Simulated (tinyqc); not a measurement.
Undoped symmetric double-gate MOSFET, analytic potential model: one step of the calculation.

An undoped body of thickness ts between two equal insulators and tied gates; long channel, electrons only, n = ni exp((psi - V)/Vt) with V the quasi-Fermi potential (0 at the source, Vd at the drain), constant mobility, no quantisation. Across the body psi(x) = V - 2 Vt ln[(ts/(2 beta)) sqrt(q ni/(2 eps0 eps_r Vt)) cos(2 beta x/ts)], x from the centre. Q is the electron charge per area of the whole body.

Task. beta at the source by Newton steps. With V = 0: f = ln(beta) - ln(cos beta) + 2 r beta tan(beta) - (Vg - V0)/(2 Vt); f' = 1/beta + tan(beta) + 2 r [tan(beta) + beta/cos^2(beta)]; beta(new) = beta - f/f'.

Parameters, values chosen for the exercise:
```
symbol,value,unit,meaning
T,400,K,temperature
Vg,0.74,V,gate voltage
```

Constants: q = 1.602176634e-19 C, kB = 1.380649e-23 J/K, Vt = kB T/q. Results are converted to the units shown.

beta after iteration 1 = 1.4725796
r = 0.13153103
V0 = 0.34342813 V

Wanted: f; f'; beta after iteration 2.

Result.

f = 0.88811
f' = 53.784
beta after iteration 2 = 1.4561

tinyqc, about 0.01 s, one thread, Intel Xeon 2.30GHz (shared host): `OMP_NUM_THREADS=1 python tinyqc.py 2440089 2440090 out.jsonl`
